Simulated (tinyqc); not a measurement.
Inside a calculation. Method: coherent transport through a tight-binding region between two chains. One step of it, computed by the program tinyqc.

Question. Transmission at E = -0.56 eV. Surface Green function g = (E - i sqrt(4 t^2 - E^2)) / (2 t^2); self-energy tc^2 g on each contact site; G = (E - H - Sigma)^(-1); Gamma = -2 Im Sigma; T = Gamma_L Gamma_R |G_LR|^2; local density of states -Im G_ii / pi.

H of the central region (eV):
```
           1          2
1   0.000000  -1.250000
2  -1.250000   0.000000
```

Leads: semi-infinite chains with site energy 0:

| parameter | value |
|---|---|
| lead hopping t (eV) | 2.370000 |
| coupling to the left lead (eV) | 1.270000 |
| coupling to the right lead (eV) | 0.690000 |
| left contact site | 1 |
| right contact site | 2 |

E = -0.560000 eV

Give: g; G; local density of states; transmission.

Answer.

g = -0.050-0.419i 1/eV

G (1/eV):
```
              1             2
1  0.298-0.233i  0.788-0.251i
2  0.788-0.251i  0.167-0.522i
```

local density of states (1/eV): 0.074  0.166

transmission = 0.369
